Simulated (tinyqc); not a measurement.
## Undoped gate-all-around wire MOSFET, analytic charge model: effect of the temperature

An undoped round wire of radius R under an insulator shell and a surrounding gate; long channel, electrons only, n = ni exp((psi - V)/Vt) with V the quasi-Fermi potential (0 at the source, Vd at the drain), constant mobility, no quantisation. The radial Poisson equation gives n(r) = n(0)/(1 - (1 - b) r^2/R^2)^2 with b = Q0/(Q + Q0). Q is the electron charge per area of the wire surface.

Nc and Nv are given at 300 K and scale as (T/300 K)^1.5; Eg and mu are held fixed. ni = sqrt(Nc Nv) exp(-Eg/(2 Vt)), Eg in volts; Cox = eps0 eox/(R ln(1 + tox/R)); Q0 = 4 eps0 eps_r Vt/R; V0 = dphi + Vt ln[8 eps0 eps_r Vt/(q ni R^2)]. Q solves Vg - V0 - V = Q/Cox + Vt ln(Q/Q0) + Vt ln(1 + Q/Q0). I = mu (2 pi R/L)[2 Vt (Qs - Qd) + (Qs^2 - Qd^2)/(2 Cox) + Vt Q0 ln((Qd + Q0)/(Qs + Q0))], with Qs at V = 0 and Qd at V = Vd.  I(low) is taken at Vg = -0.12 V, Qs and I(high) at Vg = 0.63 V.

Parameters, values chosen for the exercise; material values close to those of germanium: band gap Eg = 0.66 eV; relative permittivity of the semiconductor eps_r = 16; conduction-band density of states at the reference temperature Nc = 1.02e19 cm^-3; valence-band density of states at the reference temperature Nv = 6.11e18 cm^-3; relative permittivity of the gate insulator eox = 23.8; insulator thickness tox = 5.1 nm; wire radius R = 20 nm; gate work function less that of the intrinsic body dphi = -0.13 V; channel mobility mu = 170 cm^2/(V s); gate length L = 2 um; drain voltage Vd = 0.3 V.

Constants: q = 1.602176634e-19 C, kB = 1.380649e-23 J/K, Vt = kB T/q, eps0 = 8.8541878128e-14 F/cm where lengths are in cm. Results are converted to the units shown.

Results:

| T (K) | V0 (V) | I(low) (nA) | Qs(high) (nC/cm^2) | I(high) (uA) |
|---|---|---|---|---|
| 220 | 0.1489 | 7.513e-6 | 1629 | 3.279 |
| 250 | 0.1406 | 7.839e-5 | 1612 | 3.260 |
| 310 | 0.1235 | 0.002379 | 1589 | 3.250 |
| 340 | 0.1147 | 0.008622 | 1582 | 3.256 |
| 370 | 0.1058 | 0.02581 | 1577 | 3.268 |
| 400 | 0.09684 | 0.06652 | 1575 | 3.284 |
| 430 | 0.08777 | 0.1521 | 1574 | 3.306 |

Estimate the missing row, T = 280 K.

Computed row:

| T (K) | V0 (V) | I(low) (nA) | Qs(high) (nC/cm^2) | I(high) (uA) |
|---|---|---|---|---|
| 280 | 0.1321 | 5.111e-4 | 1599 | 3.251 |

With this row back in the table: As T goes from 220 to 430 K, I(low) rises from 7.51e-6 to 0.152 nA and I(high) goes from 3.28 through a minimum of 3.25 (at T = 310 K among the rows listed) to 3.31 uA. V0 falls from 0.149 to 0.0878 V. In every row the surface density at the source at the higher gate voltage passes 0.3 Nc, where Boltzmann statistics fail. In every row the mobility is held fixed, though a real one changes with T.

Numbers from tinyqc (`OMP_NUM_THREADS=1 python tinyqc.py 2460049 2460050 out.jsonl`; about 0.02 s on one thread of a shared Intel Xeon 2.30GHz).
